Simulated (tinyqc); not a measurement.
Equal gaps, different models: fitting sp3s* parameters to three gaps by Newton steps.

sp3s* tight binding, nearest neighbours only: anion (a) at 0, cation (c) at a/4 (1,1,1), orbitals s, px, py, pz, s* on each; k in units of 2 pi/a. With phases e_j = exp(i (pi/2) k.n_j) for n = (1,1,1), (1,-1,-1), (-1,1,-1), (-1,-1,1): g0 = (e1+e2+e3+e4)/4, g1 = (e1+e2-e3-e4)/4, g2 = (e1-e2+e3-e4)/4, g3 = (e1-e2-e3+e4)/4. The diagonal holds the levels Esa, Epa, Exa (s*) and Esc, Epc, Exc. Anion-cation block: <sa|sc> = Vss g0; <sa|xc> = Vsapc g1; <xa|sc> = -Vscpa g1; <xa|xc> = Vxx g0; <xa|yc> = <ya|xc> = Vxy g3, <xa|zc> = <za|xc> = Vxy g2, <ya|zc> = <za|yc> = Vxy g1; <s*a|xc> = Vxapc g1; <xa|s*c> = -Vpaxc g1; y and z take g2 and g3 in place of g1; s-s* and s*-s* vanish.

Gaps are level 5 at Gamma, X = (1,0,0) and L = (1/2,1/2,1/2) less level 4 at Gamma; no spin-orbit coupling. Free parameters: Vss, Exa and Exc. H is linear in them, so by Hellmann-Feynman J_ij = <u|dH/dp_j|u> for level 5 at point i less the same for level 4 at Gamma. Newton: p(new) = p + J^-1 (target - gaps); stop when all misses are below 1e-7 eV.

Constants: hbar^2/2m0 = 3.80998211 eV angstrom^2.

Inputs chosen for the exercise (out of a larger set: near a published set for GaP, fitted to gaps, whose masses and valley positions are rough; not measured data):
```
symbol  value                                                                                          unit      meaning
p       (-8.168, 1.131, -2.194, 4.09, 8.535, 7.205, -7.455, 2.169, 5.169, 4.271, 6.275, 4.664, 5.078)  eV        start, order Esa, Epa, Esc, Epc, Exa, Exc, Vss, Vxx, Vxy, Vsapc, Vscpa, Vxapc, Vpaxc
tg      (2.6891, 2.3108, 2.3316)                                                                       eV        target gaps at Gamma, X, L
a       5.452                                                                                          angstrom  lattice constant
```

The same three targets are met with other triples of free parameters (those for which Newton converges within 3 eV of the start). Not fitted: level 5 at K = (3/4,3/4,0) above Ev, the spacing of levels 6 and 5 at X, the depth of level 2 at X below Ev, the valence width at Gamma, and the mass c q^2/(E(q) - E(0)) of level 5 along [100], q = 0.002 (2 pi/a), c = hbar^2/2m0.

Unfitted results:
```
free parameters,largest change (eV),K (eV),X spacing (eV),level 2 at X (eV),valence width (eV),mass (m0)
start,0.000,2.356,0.567,7.706,13.197,0.2599
"Vss, Vxapc, Vpaxc",0.190,2.328,0.659,7.677,13.021,0.2340
"Esc, Vxapc, Vpaxc",0.659,2.331,0.911,7.678,13.279,0.2390
"Vss, Vsapc, Vpaxc",0.238,2.329,0.741,7.640,13.021,0.2362
"Esa, Vxapc, Vscpa",0.575,2.328,0.676,7.824,13.596,0.2242
"Vss, Exa, Exc",0.205,2.328,0.669,7.696,13.021,0.2340
"Esc, Vsapc, Exc",2.048,2.332,1.123,7.762,13.279,0.2412
```

All fitted rows have the same three gaps, yet they spread by 4 meV at K, 464 meV in the X spacing, 184 meV in level 2 at X, 575 meV in the valence width and 7.2 % in the mass. The smallest change of parameters, 0.190 eV, is that of Vss, Vxapc, Vpaxc. A fit fixes what it was given and leaves the rest to the choice of free parameters.

(tinyqc, `OMP_NUM_THREADS=1 python tinyqc.py 1480814 1480815 out.jsonl`, Intel(R) Xeon(R) Processor @ 2.30GHz, 1 thread, shared host, about 0.2 s.)
